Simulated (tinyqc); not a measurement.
Ion implantation: universal nuclear stopping, Lindhard-Scharff electronic stopping and a Gaussian range profile: one step, computed by the program tinyqc. Command: `OMP_NUM_THREADS=1 python tinyqc.py 3001285 3001286 out.jsonl implant walk`. One thread of a shared host (Intel(R) Xeon(R) Processor @ 2.30GHz), about 0.08 s of CPU time with the checks.

An ion slows by elastic collisions with screened nuclei and by friction with electrons; channelling is ignored and the target is uniform.

Task: Stopping at the entry energy. Reduced energy eps = 32.53 M2 E/(Z1 Z2 (M1 + M2)(Z1^0.23 + Z2^0.23)), E in keV; s_n = ln(1 + 1.1383 eps)/(2 (eps + 0.01321 eps^0.21226 + 0.19593 eps^0.5)) for eps up to 30 and ln(eps)/(2 eps) above; S_n = 8.462 Z1 Z2 M1 s_n/((M1 + M2)(Z1^0.23 + Z2^0.23)) in 1e-15 eV cm^2. S_e = k 3.83 Z1^(7/6) Z2/(Z1^(2/3) + Z2^(2/3))^(3/2) sqrt(E/M1) in 1e-15 eV cm^2, E in keV. dE/dx = N (S_n + S_e); 1e-15 eV cm^2 = 0.1 eV nm^2.

Inputs (values chosen for the exercise, modelled on fluorine ions in silicon):
```
quantity,value,unit
ion atomic number Z1,9,-
ion mass M1,19,u
target atomic number Z2,14,-
target mass M2,28.09,u
target density N,49.94,1/nm^3
ion energy E,6.5,keV
scale factor of electronic stopping k,1.4,-
```

Give: reduced energy eps; s_n; S_n; S_e; energy loss dE/dx.

Result:

reduced energy eps = 0.2866

s_n = 0.3515

S_n = 43.30 x 1e-15 eV cm^2

S_e = 17.66 x 1e-15 eV cm^2

energy loss dE/dx = 304.4 eV/nm

Nuclear stopping carries 71 % of the loss at entry.
